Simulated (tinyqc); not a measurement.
Current crowding under a contact, resistor ladder against the transmission-line model: two steps of the calculation.

A metal contact of length d and width W on a thin layer of the same width. The metal has no resistance, the sheet resistance under it equals Rsh, and current enters the layer at the front edge x = 0.

Inputs (values chosen for the exercise):
```
symbol   value      unit                                      meaning
Rsh        690    ohm/sq  sheet resistance of the semiconductor layer
rc      2.6e-6  ohm cm^2                 specific contact resistivity
d          0.8        um                               contact length
W          8.6        um                                contact width
n            5                                                  cells
I          0.1        mA                                      current
```

Question 1. Voltages and the share of the current. Cut the contact into n cells of length hc = d/n. Neighbouring cell centres are joined by a = W/(Rsh hc), each centre joins the metal (0 V) by g = W hc/rc, and I enters cell 1 through half a cell: -a v_(i-1) + b_i v_i - a v_(i+1) = I for i = 1 and 0 otherwise, b_i = g + 2 a (g + a at both ends). Rc = v_1/I + 1/(2 a). Cell i passes g v_i to the metal.

a = 0.077898551 S
g = 0.0052923077 S
b_i, cell 1 to 5 (S): [0.083190858, 0.16108941, 0.16108941, 0.16108941, 0.083190858]

Wanted: v_i; share of the current; Rc of the ladder.

Answer 1.

| cell | v_i (mV) | share of the current (%) |
|---|---|---|
| 1 | 5.1226 | 27.110 |
| 2 | 4.1869 | 22.158 |
| 3 | 3.5356 | 18.711 |
| 4 | 3.1246 | 16.536 |
| 5 | 2.9258 | 15.484 |

Rc of the ladder = 57.644 ohm

The first cell passes 27.1 % of the current and the last 15.5 %; an even spread would give 20.0 % each.

Question 2. The transmission-line result. Transfer length Lt = sqrt(rc/Rsh); front resistance Rc = (Rsh Lt/W) coth(d/Lt); end resistance Re = (Rsh Lt/W)/sinh(d/Lt). v(x) = I (Rsh Lt/W) cosh((d - x)/Lt)/sinh(d/Lt) at the cell centres x = (i - 1/2) d/n.

Give: Lt; Rc; Re; v(x).

Answer 2.

Lt = 0.61385 um
Rc = 57.098 ohm
Re = 28.889 ohm
v(x), cell 1 to 5 (mV): [5.1147, 4.1768, 3.5243, 3.1126, 2.9135]

The ladder's Rc is 0.96 % above this value, with cells 0.26 Lt long.

Numbers from tinyqc (`OMP_NUM_THREADS=1 python tinyqc.py 2760136 2760137 out.jsonl`; about 0.01 s on one thread of a shared Intel Xeon 2.30GHz).
